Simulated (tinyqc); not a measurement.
Out-diffusion of a doped substrate or buried layer into a growing epitaxial film: one step, computed by the program tinyqc. Command: `OMP_NUM_THREADS=1 python tinyqc.py 3013826 3013827 out.jsonl buried walk`. One thread of a shared host (Intel(R) Xeon(R) Processor @ 2.30GHz), about 0.01 s of CPU time with the checks.

x is counted from the original substrate surface into the film, whose surface moves as x = v t. Substrate dopant has one diffusivity; the dopant of the film is taken as uniform.

Question. Profile in the film. After growth and the later budget: l2 = 2 sqrt(D t + (Dt)2); C(x) = (C_s/2) erfc(x/l2) + share x C_s exp(-x/decay length) for x > 0 (autodoping taken as unchanged by the later budget). The transition x_t solves C(x) = C_e, the metallurgical junction. Positions are 0.05, 0.2, 0.4, 0.6, 0.8, 1, 1.25 and 1.5 of x_t with autodoping (any beyond the film thickness are formal); net doping = |C - C_e|.

Inputs (values chosen for the exercise, modelled on arsenic in silicon):
```
quantity                                            value    unit
substrate concentration C_s                       7.4e+19  1/cm^3
film doping C_e                                     1e+16  1/cm^3
growth temperature T                                 1100       C
autodoping level at the start, as a share of C_s    1e-05       -
decay length of autodoping                           0.55      um
```

Film doping: opposite type.

x_t with autodoping = 0.2166577 um

length l2 = 0.08382127 um

Give: Concentrations (1/cm^3).

Answer.

Concentrations (1/cm^3):
```
x/x_t  x (um)  diffusion  autodoping  net doping
0.05   0.0108  3.163e+19   7.256e+14   3.162e+19
0.20   0.0433  1.720e+19   6.839e+14   1.719e+19
0.40   0.0867  5.317e+18   6.321e+14   5.307e+18
0.60   0.1300  1.047e+18   5.842e+14   1.037e+18
0.80   0.1733  1.277e+17   5.400e+14   1.183e+17
1.00   0.2167  9.501e+15   4.991e+14           0
1.25   0.2708  1.811e+14   4.523e+14   9.367e+15
1.50   0.3250  1.546e+12   4.098e+14   9.589e+15
```

Caution: the substrate doping is comparable to or above the intrinsic density at growth temperature, so the diffusivity may be higher on that side.
